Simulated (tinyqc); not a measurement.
Raising U: Hubbard chain of 4 sites, mean field against exact. Computed by the program tinyqc. Collinear unrestricted mean field (the lowest of 40 random starts) against exact diagonalisation.

one-body matrix (hopping and site energies) (eV):
```
         1        2        3        4
1   0.4100  -1.1100   0.0000   0.0000
2  -1.1100  -0.4200  -1.1100   0.0000
3   0.0000  -1.1100  -0.3600  -1.1100
4   0.0000   0.0000  -1.1100  -0.5000
```

electrons, up and down: 2  2

Exact and mean-field results (eV):
```
U          U/t   E exact  E mean field  mean |n_up - n_down|  double occupancy, exact  first gap in the sector
0.560    0.505  -5.46424      -5.44050                 0.000                    0.242                    1.298
2.220    2.000  -4.13156      -3.72965                 0.298                    0.161                    0.913
3.330    3.000  -3.51391      -2.94813                 0.680                    0.119                    0.739
4.440    4.000  -3.05990      -2.47796                 0.815                    0.088                    0.612
6.660    6.000  -2.46792      -1.96417                 0.917                    0.050                    0.446
8.880    8.000  -2.11404      -1.69603                 0.953                    0.031                    0.347
13.320  12.000  -1.72384      -1.42313                 0.979                    0.015                    0.238
22.200  20.000  -1.39046      -1.20260                 0.992                    0.006                    0.145
```

Estimate the missing row, U = 1.11.

Computed row:
```
U        U/t   E exact  E mean field  mean |n_up - n_down|  double occupancy, exact  first gap in the sector
1.110  1.000  -4.96238      -4.86438                 0.000                    0.214                    1.150
```

In absolute terms mean field is worst at U/t = 4.0, 0.582 eV too high: at small U it is nearly exact, and at large U it misses only exchange-scale energies. Its local moments set in at U/t = 2.0 of those listed, a broken symmetry that the exact state of a finite cluster with equal spins does not have. Relative to the exact energy its error is 0.4 % at the smallest U, 20 % at most and 14 % at the largest. The double occupancy falls from 0.242 to 0.006.
